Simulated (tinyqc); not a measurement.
Ground and coupling capacitance from two measurements.

Problem. A line has Cg to the planes and Cc to each of two neighbours. Find Cg, Cc, the load when both neighbours switch in antiphase, and the pulse on the line when it floats and both neighbours swing by Vx.

Values chosen for this exercise:
- Vx = 0.8 V (swing)

capacitance with neighbours driven alike and with neighbours grounded (aF/um): 76  130

Solution. Driven alike, Cc carries no charge, which leaves Cg; grounded neighbours give Cg + 2 Cc, antiphase Cg + 4 Cc; a floating line divides the swing as 2 Cc/(Cg + 2 Cc).

Cg = 76.0 aF/um
Cc = 27.0 aF/um
load in antiphase = 184 aF/um
pulse = 0.332 V

Computed by the program tinyqc: `OMP_NUM_THREADS=1 python tinyqc.py 2790116 2790117 out.jsonl`, one thread of a shared Intel Xeon 2.30GHz, about 0.5 s for the whole run.
